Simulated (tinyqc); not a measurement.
Coupled-perturbed Hartree-Fock on RHF in the sto-6g basis, for BeH2, spin multiplicity 1, step by step. One step of it, computed by the program tinyqc.

Task: Integrals over molecular orbitals. (pq|rs) = sum C_ip C_jq C_kr C_ls (ij|kl), one index at a time.

coefficients C:
```
               MO1        MO2        MO3       MO4        MO5        MO6        MO7
1Be 1s    0.994730  -0.201554   0.030198  0.000000   0.000000  -0.216067  -0.010544
1Be 2s    0.020964   0.582265  -0.097280  0.000000   0.000000   1.086158   0.086166
1Be 2px   0.000000   0.000000   0.000000  0.076291   0.997086   0.000000   0.000000
1Be 2py   0.000128   0.076356   0.490174  0.000000   0.000000  -0.047069   1.257390
1Be 2pz   0.000000   0.000000   0.000000  0.997086  -0.076291   0.000000   0.000000
2H 1s    -0.002489   0.456873   0.356371  0.000000   0.000000  -0.708868  -0.924653
3H 1s    -0.002495   0.325204  -0.485766  0.000000   0.000000  -0.769797   0.808870
```

core Hamiltonian H = T + V (hartree), lower triangle:
```
            1Be 1s     1Be 2s    1Be 2px    1Be 2py    1Be 2pz      2H 1s      3H 1s
1Be 1s   -8.644031
1Be 2s   -2.035937  -2.750296
1Be 2px   0.000000   0.000000  -2.244699
1Be 2py  -0.001287  -0.007288   0.000000  -2.437786
1Be 2pz   0.000000   0.000000   0.000000   0.000000  -2.244699
2H 1s    -0.422759  -1.079436   0.000000  -1.169800   0.000000  -2.065713
3H 1s    -0.364365  -0.996200   0.000000   1.100934   0.000000  -0.069017  -2.006644
```

Two-electron integrals (ij|kl) in chemists' order, unique and non-zero (hartree):
```
(11|11) 2.299996    (21|11) 0.361879    (21|21) 0.071926    (22|11) 0.570332
(22|21) 0.139654    (22|22) 0.417773    (31|31) 0.015252    (32|31) 0.022555
(32|32) 0.092340    (33|11) 0.570332    (33|21) 0.139654    (33|22) 0.417773
(33|33) 0.450117    (41|41) 0.015252    (42|41) 0.022555    (42|42) 0.092340
(43|43) 0.024258    (44|11) 0.570332    (44|21) 0.139654    (44|22) 0.417773
(44|33) 0.401601    (44|44) 0.450117    (51|51) 0.015252    (52|51) 0.022555
(52|52) 0.092340    (53|53) 0.024258    (54|54) 0.024258    (55|11) 0.570332
(55|21) 0.139654    (55|22) 0.417773    (55|33) 0.401601    (55|44) 0.401601
(55|55) 0.450117    (61|11) 0.076313    (61|21) 0.014735    (61|22) 0.028514
(61|33) 0.028278    (61|41) 0.001459    (61|42) 0.002837    (61|44) 0.028985
(61|55) 0.028278    (61|61) 0.003193    (62|11) 0.187274    (62|21) 0.046608
(62|22) 0.152242    (62|33) 0.146456    (62|41) 0.006495    (62|42) 0.038554
(62|44) 0.163814    (62|55) 0.146456    (62|61) 0.010571    (62|62) 0.083364
(63|31) 0.004440    (63|32) 0.020340    (63|43) 0.006645    (63|63) 0.007533
(64|11) 0.202821    (64|21) 0.051107    (64|22) 0.174387    (64|33) 0.164145
(64|41) 0.010486    (64|42) 0.060047    (64|44) 0.194869    (64|55) 0.164145
(64|61) 0.012151    (64|62) 0.108554    (64|64) 0.145756    (65|51) 0.004440
(65|52) 0.020340    (65|54) 0.006645    (65|65) 0.007533    (66|11) 0.354761
(66|21) 0.090068    (66|22) 0.328733    (66|33) 0.305099    (66|41) 0.014596
(66|42) 0.111834    (66|44) 0.376002    (66|55) 0.305099    (66|61) 0.021111
(66|62) 0.229882    (66|64) 0.317479    (66|66) 0.774999    (71|11) 0.065655
(71|21) 0.012686    (71|22) 0.024585    (71|33) 0.024382    (71|41) -0.001258
(71|42) -0.002458   (71|44) 0.024991    (71|55) 0.024382    (71|61) 0.002487
(71|62) 0.007537    (71|64) 0.007951    (71|66) 0.014380    (71|71) 0.002367
(72|11) 0.171188    (72|21) 0.042663    (72|22) 0.140565    (72|33) 0.135113
(72|41) -0.005922   (72|42) -0.035978   (72|44) 0.151469    (72|55) 0.135113
(72|61) 0.008006    (72|62) 0.039525    (72|64) 0.041364    (72|66) 0.080308
(72|71) 0.008353    (72|72) 0.072818    (73|31) 0.003932    (73|32) 0.018329
(73|43) -0.006095   (73|63) 0.002719    (73|73) 0.006326    (74|11) -0.188812
(74|21) -0.047615   (74|22) -0.163742   (74|33) -0.154139   (74|41) 0.009523
(74|42) 0.055935    (74|44) -0.182947   (74|55) -0.154139   (74|61) -0.008622
(74|62) -0.042317   (74|64) -0.042827   (74|66) -0.085044   (74|71) -0.009748
(74|72) -0.096204   (74|74) 0.130678    (75|51) 0.003932    (75|52) 0.018329
(75|54) -0.006095   (75|65) 0.002719    (75|75) 0.006326    (76|11) 0.011554
(76|21) 0.002802    (76|22) 0.008424    (76|33) 0.008257    (76|41) -0.000006
(76|42) -0.000049   (76|44) 0.008758    (76|55) 0.008257    (76|61) 0.000575
(76|62) 0.003219    (76|64) 0.003781    (76|66) 0.007389    (76|71) 0.000498
(76|72) 0.003032    (76|74) -0.003639   (76|76) 0.000175    (77|11) 0.340073
(77|21) 0.086407    (77|22) 0.318671    (77|33) 0.295981    (77|41) -0.013537
(77|42) -0.107423   (77|44) 0.364052    (77|55) 0.295981    (77|61) 0.016055
(77|62) 0.084733    (77|64) 0.087834    (77|66) 0.174403    (77|71) 0.017424
(77|72) 0.213473    (77|74) -0.298487   (77|76) 0.007389    (77|77) 0.774999
```

Give: one-electron integrals over orbitals h = C^T H C; Two-electron integrals over orbitals.

Result:

one-electron integrals over orbitals h = C^T H C (hartree), lower triangle:
```
        1       2       3       4       5       6       7
1  -8.635
2   0.208  -2.337
3  -0.032  -0.009  -2.270
4   0.000   0.000   0.000  -2.245
5   0.000   0.000   0.000   0.000  -2.245
6   0.211  -0.232   0.063   0.000   0.000  -1.921
7   0.009  -0.053  -0.303   0.000   0.000   0.003  -1.859
```

Two-electron integrals over orbitals (pq|rs), unique and non-zero (hartree):
```
(11|11) 2.281       (21|11) -0.187      (21|21) 0.024       (22|11) 0.465
(22|21) -0.005      (22|22) 0.397       (31|11) 0.028       (31|21) -2.78e-03
(31|22) 4.57e-03    (31|31) 0.006       (32|11) -1.47e-03   (32|21) 2.33e-03
(32|22) 0.052       (32|31) 0.011       (32|32) 0.146       (33|11) 0.427
(33|21) -2.75e-03   (33|22) 0.376       (33|31) -2.96e-03   (33|32) -0.042
(33|33) 0.428       (41|41) 0.016       (42|41) 0.015       (42|42) 0.046
(43|41) -2.25e-03   (43|42) -5.00e-03   (43|43) 0.014       (44|11) 0.570
(44|21) -0.007      (44|22) 0.356       (44|31) 1.00e-03    (44|32) -1.19e-04
(44|33) 0.339       (44|44) 0.450       (51|51) 0.016       (52|51) 0.015
(52|52) 0.046       (53|51) -2.25e-03   (53|52) -5.00e-03   (53|53) 0.014
(54|54) 0.024       (55|11) 0.570       (55|21) -0.007      (55|22) 0.356
(55|31) 1.00e-03    (55|32) -1.19e-04   (55|33) 0.339       (55|44) 0.402
(55|55) 0.450       (61|11) -0.200      (61|21) 0.026       (61|22) -0.007
(61|31) -4.45e-03   (61|32) -4.75e-04   (61|33) -2.80e-03   (61|44) -0.005
(61|55) -0.005      (61|61) 0.029       (62|11) 0.134       (62|21) -0.006
(62|22) -0.021      (62|31) 4.54e-04    (62|32) -0.015      (62|33) -0.037
(62|44) 0.063       (62|55) 0.063       (62|61) -0.006      (62|62) 0.080
(63|11) -0.032      (63|21) 1.05e-03    (63|22) -0.027      (63|31) -7.45e-04
(63|32) -0.086      (63|33) 0.035       (63|44) -0.016      (63|55) -0.016
(63|61) 1.08e-03    (63|62) -0.007      (63|63) 0.088       (64|41) 0.016
(64|42) 0.046       (64|43) -0.008      (64|64) 0.050       (65|51) 0.016
(65|52) 0.046       (65|53) -0.008      (65|65) 0.050       (66|11) 0.474
(66|21) -0.007      (66|22) 0.377       (66|31) 1.79e-04    (66|32) -0.010
(66|33) 0.395       (66|44) 0.358       (66|55) 0.358       (66|61) -0.007
(66|62) -0.025      (66|63) 0.013       (66|66) 0.399       (71|11) -0.010
(71|21) 3.00e-03    (71|22) 0.006       (71|31) 0.010       (71|32) 0.017
(71|33) -0.005      (71|44) -1.81e-04   (71|55) -1.81e-04   (71|61) 6.08e-04
(71|62) -8.61e-04   (71|63) 1.88e-04    (71|66) -1.89e-03   (71|71) 0.019
(72|11) 0.028       (72|21) -2.93e-04   (72|22) -0.015      (72|31) 4.32e-03
(72|32) -0.040      (72|33) 0.007       (72|44) 0.013       (72|55) 0.013
(72|61) -1.21e-03   (72|62) 0.023       (72|63) 0.059       (72|66) -7.12e-04
(72|71) 0.008       (72|72) 0.061       (73|11) 0.146       (73|21) -4.02e-03
(73|22) -9.64e-04   (73|31) -3.69e-04   (73|32) -1.22e-03   (73|33) -0.018
(73|44) 0.067       (73|55) 0.067       (73|61) -3.33e-03   (73|62) 0.074
(73|63) -0.022      (73|66) -0.020      (73|71) -1.77e-03   (73|72) 0.010
(73|73) 0.084       (74|41) 9.29e-04    (74|42) 4.76e-03    (74|43) 0.013
(74|64) 1.92e-03    (74|74) 0.017       (75|51) 9.29e-04    (75|52) 4.76e-03
(75|53) 0.013       (75|65) 1.92e-03    (75|75) 0.017       (76|11) -1.25e-03
(76|21) 1.64e-03    (76|22) 0.044       (76|31) 0.010       (76|32) 0.133
(76|33) -0.044      (76|44) 6.65e-04    (76|55) 6.65e-04    (76|61) -8.99e-04
(76|62) -0.012      (76|63) -0.090      (76|66) -0.013      (76|71) 0.016
(76|72) -0.049      (76|73) 1.25e-03    (76|76) 0.136       (77|11) 0.552
(77|21) -0.007      (77|22) 0.412       (77|31) 1.97e-03    (77|32) 0.017
(77|33) 0.418       (77|44) 0.380       (77|55) 0.380       (77|61) -0.008
(77|62) -0.023      (77|63) -0.008      (77|66) 0.415       (77|71) 9.73e-04
(77|72) -0.008      (77|73) 1.33e-03    (77|76) 0.013       (77|77) 0.462
```
